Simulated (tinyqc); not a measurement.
## Inductance and parasitic capacitance from two readings

Problem. A loss-free coil L in parallel with C shows the apparent inductance L/(1 - w^2 L C), w = 2 pi f. Find L, C and the self-resonance 1/(2 pi sqrt(L C)).

apparent inductance at 4.6 and 11 GHz (nH): 0.85833729  1.8712605

Solution. The inverse of the reading is 1/L - w^2 C, a straight line in w^2.

L = 0.7700 nH
C = 160.0 fF
self-resonance = 14.34 GHz

tinyqc, about 0.01 s, one thread, Intel Xeon 2.30GHz (shared host): `OMP_NUM_THREADS=1 python tinyqc.py 2302178 2302179 out.jsonl`
